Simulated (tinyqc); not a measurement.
Inside a calculation. Method: plane-wave Kohn-Sham cycle with exchange-only LDA in a layered model solid. One step of it, computed by the program tinyqc.

Task: Iteration 2: potential. V_H(G) = 4 pi rho(G)/G^2 for G != 0 (uniform background); v_x = -(3 rho/pi)^(1/3); V = V_ext + V_H + v_x; Fourier components f(G_m) = (1/N) sum_j f(x_j) exp(-i G_m x_j).

A solid whose potential varies along x alone (atomic units):
```
parameter                      value
period a                    4.300000
cross-section of the cell  25.000000
electrons per cell                 2
grid points                       16
plane waves -n..n, n               2
k points                           2
V1 in V1 cos(2 pi x/a)     -0.580000
V2 in V2 cos(4 pi x/a)      0.050000
```

density after iteration 1 (e/bohr^3): 0.04016896  0.03775570  0.03140680  0.02326113  0.01553831  0.00960692  0.00579571  0.00379486  0.00318660  0.00379486  0.00579571  0.00960692  0.01553831  0.02326113  0.03140680  0.03775570

Give: Potentials on the grid; V(G_m), m = 0, 1, 2, ....

Result:

Potentials on the grid (hartree):
```
x       V_ext        V_H     v_x       V
0.000  -0.530      0.112  -0.337  -0.755
0.269  -0.500      0.103  -0.330  -0.728
0.537  -0.410      0.076  -0.311  -0.645
0.806  -0.257      0.038  -0.281  -0.501
1.075  -0.050  -4.52e-03  -0.246  -0.300
1.344   0.187     -0.044  -0.209  -0.067
1.613   0.410     -0.076  -0.177   0.157
1.881   0.571     -0.096  -0.154   0.321
2.150   0.630     -0.103  -0.145   0.382
2.419   0.571     -0.096  -0.154   0.321
2.688   0.410     -0.076  -0.177   0.157
2.956   0.187     -0.044  -0.209  -0.067
3.225  -0.050  -4.52e-03  -0.246  -0.300
3.494  -0.257      0.038  -0.281  -0.501
3.763  -0.410      0.076  -0.311  -0.645
4.031  -0.500      0.103  -0.330  -0.728
```

V(G_m), m = 0, 1, 2, ... (hartree): -0.244  -0.284  0.028  0.000  0.000
